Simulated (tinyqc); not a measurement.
Doping and voltage from widths and field.

Inverse problem. In the depletion approximation an abrupt p-n junction has a triangular field: peak E = q Nd xn/(eps0 eps_r) = q Na xp/(eps0 eps_r), W = xn + xp, and Vbi - V = E W/2. Find Nd, Na and Vbi - V.

Inputs (values chosen for the exercise): relative permittivity eps_r = 11.7.

Constants: q = 1.602176634e-19 C, eps0 = 8.8541878128e-14 F/cm where lengths are in cm. Results are converted to the units shown.

W = 492.71913 nm
peak field = 31.577667 kV/cm
xn = 486.13282 nm

Answer. Gauss's law on each side gives its doping from the peak field and its width; the voltage is the area of the triangle.

Nd = 4.200e15 cm^-3
Na = 3.100e17 cm^-3
Vbi - V = 0.7779 V

Program tinyqc, `OMP_NUM_THREADS=1 python tinyqc.py 2000122 2000123 out.jsonl`; Intel Xeon 2.30GHz, shared host, one thread, about 0.03 s.
